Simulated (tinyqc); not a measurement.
Line constants from open and short measurements.

Problem. A uniform line of length len, under a quarter wavelength, has Z_open = Zc coth(gamma len) and Z_short = Zc tanh(gamma len); gamma Zc = r + i w l and gamma/Zc = g + i w c, w = 2 pi f. Find r, l and c.

Parameters, values chosen for the exercise:
```
symbol  value  unit    meaning
len       3.2    mm     length
f         0.3   GHz  frequency
```

Zin with the far end open = 34.3459-1211.4375i ohm
Zin with the far end shorted = 30.332315+1.809322i ohm

Answer. The product of the two impedances is Zc^2 and their ratio tanh^2(gamma len); the principal branch holds below a quarter wavelength.

r = 9.47 ohm/mm
l = 0.342 nH/mm
c = 137 pF/m

Program tinyqc, `OMP_NUM_THREADS=1 python tinyqc.py 2810189 2810190 out.jsonl`; Intel Xeon 2.30GHz, shared host, one thread, about 0.01 s.
